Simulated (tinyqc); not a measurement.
# Free and trapped electrons in a MOS channel with a dense trap tail: effects of single changes

p-type body, charge-sheet picture, full ionisation (an idealisation for deep acceptors), Boltzmann statistics for free electrons. e = Ec - EF at the surface. Acceptor-like traps of density D(E) = D0 + De exp(-E/Ew) at depth E below Ec, from 0 to Eu, hold n_t = integral of D(E)/(1 + exp((e - E)/Vt)). psi = Eg - Vt ln(Nv/Na) - e; N_dep = sqrt(2 eps0 eps_r Na (psi - Vt)/q); n_f = sqrt(N_dep^2 + 2 eps0 eps_r Vt Nc exp(-e/Vt)/q) - N_dep; Vg = Vfb + psi + q (N_dep + n_t + n_f)/Cox, Cox = eps0 eox/tox.

Parameters, values chosen for the exercise; band and dielectric values close to those of 4H silicon carbide:

| symbol | value | unit | meaning |
|---|---|---|---|
| T | 300 | K | temperature |
| Eg | 3.23 | eV | band gap |
| eps_r | 9.68 |  | relative permittivity |
| Nc | 1.71e19 | cm^-3 | conduction-band density of states at T |
| Nv | 2.46e19 | cm^-3 | valence-band density of states at T |
| eox | 3.9 |  | relative permittivity of the insulator |
| tox | 60 | nm | insulator thickness |
| Na | 1.7e16 | cm^-3 | acceptor density |
| Vfb | -2.71 | V | flat-band voltage without trapped charge |
| D0 | 1.5e11 | cm^-2 eV^-1 | constant background density of acceptor-like traps |
| De | 1.2e13 | cm^-2 eV^-1 | density of the tail at the conduction edge |
| Ew | 0.12 | eV | decay energy of the tail |
| Eu | 0.9 | eV | depth below Ec down to which the traps reach |
| mf | 65 | cm^2/(V s) | mobility of free electrons |

Constants: q = 1.602176634e-19 C, kB = 1.380649e-23 J/K, Vt = kB T/q, eps0 = 8.8541878128e-14 F/cm where lengths are in cm. Results are converted to the units shown.

Each table varies one quantity; the others keep the values above.

## Free and trapped charge against gate voltage

Free share n_f/(n_f + n_t); swing ln 10 n_f/(dn_f/dVg); field-effect mobility mf q (dn_f/dVg)/Cox, for a constant mf; oxide field q (N_dep + n_t + n_f)/(eps0 eox).

Free and trapped charge against gate voltage:
```
Vg (V),e (eV),n_f (cm^-2),n_t (cm^-2),free share (%),swing (mV/decade),field-effect mobility (cm^2/(V s)),oxide field (MV/cm)
2.2,0.4043,5.529e5,1.271e11,4.351e-4,181.1,0.001272,0.3787
3.6,0.1637,5.815e9,5.067e11,1.135,692.9,3.497,0.5720
4.9,0.08934,9.597e10,8.475e11,10.17,1732,23.09,0.7762
6.2,0.05425,3.237e11,1.070e12,23.23,3484,38.72,0.9871
7.5,0.03259,6.358e11,1.214e12,34.37,5589,47.40,1.200
8.8,0.01682,9.972e11,1.312e12,43.18,7865,52.83,1.414
10.1,0.004383,1.391e12,1.380e12,50.20,1.026e4,56.45,1.629
11.4,-0.005877,1.805e12,1.427e12,55.86,1.277e4,58.90,1.844
12.7,-0.01458,2.235e12,1.460e12,60.49,1.538e4,60.56,2.059
```

Read the table: what changes, and by how much?

n_f reaches 1e11 cm^-2 at Vg = 4.93 V, against 2.55 V without traps. The free share rises from 4.35e-4 to 60.5 % and the field-effect mobility rises from 0.00127 to 60.6 cm^2/(V s), although mf = 65 is constant: in the last row 93.2 % of Cox dVg goes into free electrons. The swing in the first row is 181 mV a decade (Vt ln 10 = 59.5). For Vg = 7.5, 8.8, 10.1, 11.4, 12.7 EF lies less than 2 Vt below the band edge, or above it, where degeneracy and confinement, left out, matter.

## Effect of the decay energy of the tail

VT is the Vg for n_f = 1e11 cm^-2; swing ln 10 n_f/(dn_f/dVg) at n_f = 1e8 cm^-2; the last three columns are for Vg = VT + 4.8 V, with free share n_f/(n_f + n_t) and field-effect mobility mf q (dn_f/dVg)/Cox; there EF is near the band edge, where Boltzmann statistics are rough.

Effect of the decay energy of the tail:
```
Ew (eV),e at VT (eV),VT (V),q n_t/Cox at VT (V),swing (mV/decade),n_f (cm^-2),free share (%),field-effect mobility (cm^2/(V s))
0.03,0.08821,3.028,0.4742,108.0,1.563e12,80.06,60.30
0.05,0.08821,3.299,0.7458,121.6,1.459e12,71.13,58.68
0.07,0.08821,3.687,1.133,160.7,1.385e12,63.23,57.49
0.09,0.08821,4.150,1.596,222.0,1.332e12,56.50,56.58
0.11,0.08821,4.662,2.109,296.2,1.293e12,50.84,55.87
0.13,0.08821,5.206,2.653,375.6,1.262e12,46.09,55.29
0.15,0.08821,5.770,3.216,455.3,1.238e12,42.08,54.82
0.17,0.08821,6.343,3.789,532.6,1.218e12,38.70,54.43
```

As Ew goes from 0.03 to 0.17, VT rises from 3.03 to 6.34 V, its part due to traps rises from 0.474 to 3.79 V, the swing rises from 108 to 533 mV/decade and the field-effect mobility falls from 60.3 to 54.4 cm^2/(V s).

Computed by the program tinyqc: `OMP_NUM_THREADS=1 python tinyqc.py 2222135 2222136 out.jsonl`, one thread of a shared Intel Xeon 2.30GHz, about 0.02 s for the whole run.
